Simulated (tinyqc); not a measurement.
Thermal and gravitational stress in a wafer during furnace and rapid thermal processing, and the onset of slip: one step, computed by the program tinyqc. Command: `OMP_NUM_THREADS=1 python tinyqc.py 3006166 3006167 out.jsonl slip walk`. One thread of a shared host (Intel(R) Xeon(R) Processor @ 2.30GHz), about 0.01 s of CPU time with the checks.

A thin free disc in plane stress, isotropic; T(r) = T_centre + dT (r/R)^n with n = 2. Stress is positive in tension; sigma_SB = 5.670374419e-8 W/(m^2 K^4), g = 9.80665 m/s^2.

Question. Thermal stress. With x = r/R: s_rr = alpha E dT (1 - x^n)/(n + 2), s_tt = alpha E dT [1 - (n + 1) x^n]/(n + 2).

Inputs (values chosen for the exercise, for a model wafer): Young's modulus E = 143 GPa; expansion alpha = 4.27 1e-6/K; edge less centre temperature dT = 17 K.

Temperature profile: parabolic.

Give: Temperature and stresses at r/R = 0, 0.3, 0.5, 0.7, 0.8, 0.9, 0.95, 1; hoop stress at the edge; r/R where s_tt = 0.

Answer.

Temperature and stresses at r/R = 0, 0.3, 0.5, 0.7, 0.8, 0.9, 0.95, 1:
```
r/R,T - T_centre (K),s_rr (MPa),s_tt (MPa)
0.00,0.0000,2.5951,2.5951
0.30,1.5300,2.3615,1.8944
0.50,4.2500,1.9463,0.6488
0.70,8.3300,1.3235,-1.2197
0.80,10.8800,0.9342,-2.3875
0.90,13.7700,0.4931,-3.7110
0.95,15.3425,0.2530,-4.4311
1.00,17.0000,0.0000,-5.1902
```

hoop stress at the edge = -5.190185 MPa

r/R where s_tt = 0 = 0.57735

The hot edge is squeezed; the edge stress is n times that at the centre in size.
